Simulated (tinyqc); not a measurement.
Range and order of the fit: effective mass of the split-off band from tabulated energies.

c = hbar^2/2m0. A uniform scatter of up to 0.1 meV has been added to mimic numerical noise.
Constants: hbar^2/2m0 = 3.80998211 eV angstrom^2.

Energies along [100], from the band edge downward:

| k (1/angstrom) | E (meV) |
|---|---|
| 0.000000 | 0.00000 |
| 0.011000 | 1.82310 |
| 0.022000 | 7.17320 |
| 0.033000 | 16.32750 |
| 0.044000 | 29.32290 |
| 0.055000 | 45.98140 |
| 0.066000 | 66.68390 |
| 0.077000 | 91.31580 |
| 0.088000 | 120.20860 |

reference mass (curvature of the model at k = 0.0001 1/angstrom) = 0.254388 m0

Least-squares fits of E = a k^2 (+ b k^4 + d k^6) over points 1 to n, and the line y = c k^2/E against E; errors of m against the reference.

Results:

| n | E at point n (meV) | one term (%) | two terms (%) | three terms (%) | line (%) | rms residual, one term (meV) |
|---|---|---|---|---|---|---|
| 3 | 16.3 | 0.08 | 1.62 | -1.51 | -0.02 | 0.045 |
| 4 | 29.3 | -0.79 | 1.37 | 1.59 | 0.36 | 0.100 |
| 5 | 46.0 | -1.22 | 0.35 | 2.02 | 0.36 | 0.123 |
| 6 | 66.7 | -1.76 | 0.18 | 0.78 | 0.33 | 0.204 |
| 7 | 91.3 | -2.28 | -0.08 | 0.57 | 0.26 | 0.308 |
| 8 | 120.2 | -2.86 | -0.15 | 0.20 | 0.20 | 0.488 |

What does the comparison show?

The error of the parabola goes from +0.08 to -2.86 % as the range widens, and at n = 8 its residual, 0.49 meV, is only 0.4 % of the top energy: a small residual does not vouch for the mass. Over the full range (n = 8) the best form is two terms (0.15 %); the line errs by -0.02 % at n = 3 and +0.20 % at n = 8. Many terms on few points amplify the scatter: three terms err by -1.5 % at n = 3 but by +0.2 % at n = 8.

Program tinyqc; command `OMP_NUM_THREADS=1 python tinyqc.py 1850790 1850791 out.jsonl`; about 0.01 s on one thread of a shared Intel(R) Xeon(R) Processor @ 2.30GHz.
